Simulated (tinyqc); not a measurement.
Resistive crossbar, vector-matrix product with wire resistance: one step of the calculation.

2 rows and 2 columns. Cell (i, j) joins row node wij to column node bij. Each row is driven at its left end through one wire segment rw; neighbouring nodes along a row or a column are joined by rw; each column ends below the last row in one more rw and a virtual ground, where its current is read. Ideal output: I_j = sum_i V_i G_ij.

Task. Error against the ideal product. Ideal I_j = sum_i V_i G_ij; error = I/ideal - 1.

Parameters, values chosen for the exercise:
```
symbol         value  unit                     meaning
V       [0.37, 0.12]     V  input voltages of the rows
```

cell conductances G (uS):
```
       column 1  column 2
row 1        25        42
row 2        19       2.8
```

column currents (uA): column 1 11.522965, column 2 15.860684

Find: ideal currents; error.

Result.

ideal currents (uA): column 1 11.5, column 2 15.9
error (%): column 1 -0.0610, column 2 -0.0965

The largest error is in column 2. All currents fall short, since the wires take part of the voltage.

Computed by the program tinyqc: `OMP_NUM_THREADS=1 python tinyqc.py 2880001 2880002 out.jsonl`, one thread of a shared Intel Xeon 2.30GHz, about 0.02 s for the whole run.
